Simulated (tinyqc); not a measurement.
Standing waves and exposure in a photoresist film: sweeps and comparisons. A value that a table varies takes the place of the one given here.

Normal incidence from air. Unexposed resist: N1 = n1 + i k1 with k1 = (A + B) lam/(4 pi), lam in micrometres. r01 = (1 - N1)/(1 + N1), t01 = 2/(1 + N1). Below the resist lie the layer Na = na + i ka and the substrate Ns = ns + i ks: r12 = (r1a + ras x)/(1 + r1a ras x), x = exp(4 pi i Na da/lam), r1a = (N1 - Na)/(N1 + Na), ras = (Na - Ns)/(Na + Ns). With p = exp(2 pi i N1 d/lam), the field at depth z is E(z) = t01 [exp(2 pi i N1 z/lam) + r12 p^2 exp(-2 pi i N1 z/lam)]/(1 + r01 r12 p^2), the relative intensity I(z) = n1 |E(z)|^2 and the reflectance R = |(r01 + r12 p^2)/(1 + r01 r12 p^2)|^2.

Parameters, chosen for this exercise (a resist on W, indices near tabulated ones; not measured data):
- lam = 248 nm (vacuum wavelength)
- n1 = 1.748 (resist index)
- A = 0.13 1/micrometre (bleachable absorption (Dill A))
- B = 0.72 1/micrometre (fixed absorption (Dill B))
- d = 324 nm (resist thickness)
- ns = 3.371 (substrate n)
- ks = 2.796 (substrate k)
- na = 1.751 (n of the bottom antireflection layer)
- ka = 0.383 (its k)
- da = 59 nm (its thickness)

## Swing of the coupled dose with resist thickness

The mean of I is taken over 800 depths; the relative dose to clear is taken as 1/(mean of I over the lowest period, 60 depths), scaled to 1 in the first row.

Swing:

| d (nm) | R | mean I | relative dose |
|---|---|---|---|
| 324.0 | 0.0370 | 0.8661 | 1.000 |
| 335.8 | 0.0828 | 0.8230 | 1.062 |
| 347.6 | 0.1252 | 0.7786 | 1.124 |
| 359.5 | 0.1262 | 0.7694 | 1.134 |
| 371.3 | 0.0855 | 0.7992 | 1.094 |
| 383.1 | 0.0401 | 0.8368 | 1.054 |
| 394.9 | 0.0386 | 0.8378 | 1.065 |
| 406.8 | 0.0820 | 0.7976 | 1.128 |
| 418.6 | 0.1219 | 0.7574 | 1.190 |
| 430.4 | 0.1229 | 0.7497 | 1.202 |
| 442.2 | 0.0845 | 0.7771 | 1.162 |
| 454.1 | 0.0415 | 0.8111 | 1.122 |
| 465.9 | 0.0403 | 0.8109 | 1.135 |

The period is 70.9 nm, six rows. The relative dose swings between 1.000 and 1.202, a ratio (max - min)/mean of 0.181, against the estimate 4 sqrt(|r01|^2 |r12|^2) exp(-(A + B) d) = 0.113 for the oscillating part alone; the ratio from the table also holds the slow rise from absorption, 13.5 % over two periods, so the two are not strictly comparable.

## Tuning the antireflection layer

da takes the values listed; the contrast is (Imax - Imin)/(Imax + Imin) over the lowest period of the resist (60 depths).

Results:

| da (nm) | \|r12\|^2 | contrast |
|---|---|---|
| 0 | 0.3036 | 0.818 |
| 10 | 0.2706 | 0.793 |
| 20 | 0.1779 | 0.692 |
| 30 | 0.0804 | 0.505 |
| 40 | 0.0217 | 0.292 |
| 50 | 0.0073 | 0.180 |
| 60 | 0.0205 | 0.288 |
| 75 | 0.0427 | 0.369 |
| 90 | 0.0320 | 0.323 |
| 110 | 0.0049 | 0.121 |
| 140 | 0.0144 | 0.215 |

|r12|^2 starts at 0.3036 and is lowest, 0.0049, at 110 nm of those listed, where the contrast is 0.121 against 0.818. The contrast follows 2|r|/(1 + |r|^2), so even |r12|^2 = 0.01 leaves about 0.2. Values below 0.01 occur at 50 and 110 nm.

## What moves the exposure

The mean of I is over 800 depths. Each row changes one parameter from the base and keeps the others.

Results:

| case | \|r12\|^2 | R | mean I | I at the bottom |
|---|---|---|---|---|
| base | 0.0186 | 0.0370 | 0.8661 | 0.5516 |
| d = 334 nm | 0.0186 | 0.0746 | 0.8309 | 0.5249 |
| n1 = 1.765 | 0.0173 | 0.0490 | 0.8549 | 0.5501 |
| B = 0.92 1/micrometre | 0.0186 | 0.0385 | 0.8363 | 0.5154 |
| ks = 2.516 | 0.0165 | 0.0394 | 0.8616 | 0.5602 |
| da = 69 nm | 0.0368 | 0.0672 | 0.8698 | 0.5510 |
| ka = 0.498 | 0.0152 | 0.0567 | 0.8488 | 0.5847 |

The largest shifts from the base row, up to three for each result and ties (the steps differ in size, so this ranks the rows, not the parameters). |r12|^2: da +0.0182, ka -0.0034, ks -0.0021; unchanged at the printed digits by d and B. R: d +0.0376, da +0.0302, ka +0.0197. mean I: d -0.0352, B -0.0297, ka -0.0172. I at the bottom: B -0.0362, ka +0.0331, d -0.0267.

Run: tinyqc, `OMP_NUM_THREADS=1 python tinyqc.py 1650442 1650443 out.jsonl`; Intel(R) Xeon(R) Processor @ 2.30GHz, one thread, shared host; about 0.01 s of CPU time with all checks.
